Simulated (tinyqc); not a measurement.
Inside a calculation. Model: admittance spectroscopy of a deep trap.

Program tinyqc, `OMP_NUM_THREADS=1 python tinyqc.py 2050146 2050147 out.jsonl`; Intel Xeon 2.30GHz, shared host, one thread, about 0.01 s. Printed values are rounded.

Schottky contact on an n-type layer with shallow donors Nd (all ionised) and a donor-like deep trap, neutral when filled and positive when empty; depletion approximation. Traps within lam of the depletion edge stay filled. The traps at xt = W - lam, where the level crosses the Fermi level, follow a slow signal and not a fast one. w = 2 pi f.

Parameters, values chosen for the exercise; material values close to those of germanium:
```
symbol    value   unit                                      meaning
eps_r      15.8                               relative permittivity
Nc      1.06e19  cm^-3   conduction-band density of states at 300 K
vth       3.3e7   cm/s                    thermal velocity at 300 K
Nd       2.3e16  cm^-3                        shallow donor density
Vbi        0.47      V                             built-in voltage
Et         0.28     eV  depth of the trap below the conduction edge
sn      1.7e-14   cm^2                        capture cross-section
Nt       2.3e16  cm^-3                                 trap density
Vr            0      V                                 reverse bias
f          4500     Hz                             signal frequency
T           175      K                                  temperature
```

Constants: q = 1.602176634e-19 C, kB = 1.380649e-23 J/K, eps0 = 8.8541878128e-14 F/cm where lengths are in cm. Results are converted to the units shown.

## Widths and limiting capacitances

lam = sqrt(2 eps0 eps_r (EF - ET)/(q Nd)), EF - ET = Et - (kB T/q) ln(Nc(T)/Nd), Nc(T) = Nc (T/300 K)^1.5. In the steady state at the band bending V, 2 eps0 eps_r V/q = Nd W^2 + Nt (W - lam)^2 (the second term only if W > lam). V = Vbi + Vr. C_HF = eps0 eps_r/W, C_LF = eps0 eps_r (Nd + Nt)/(Nd W + Nt xt).

lam = 123.138 nm
W = 180.111 nm
xt = 56.9730 nm
C_HF = 77.6723 nF/cm^2
C_LF = 118.014 nF/cm^2

The step is 51.9 % of C_HF.

## Admittance at the signal frequency

Emission rate en = sn vth(T) Nc(T) exp(-Et/kB T) = sn g T^2 exp(-Et/kB T), g = vth Nc/(300 K)^2, as vth goes as T^0.5 and Nc as T^1.5 (degeneracy factor 1). Inflection frequency w0 = 2 en [1 + Nt xt/(Nd W)]; C = C_HF + (C_LF - C_HF)/(1 + (w/w0)^2), G/w = (C_LF - C_HF)(w/w0)/(1 + (w/w0)^2).

en = 17476.6 1/s
w0/(2 pi) = 7322.67 Hz
C = 106.955 nF/cm^2
G/w = 17.9954 nF/cm^2

The signal lies near the inflection, where the loss is largest.
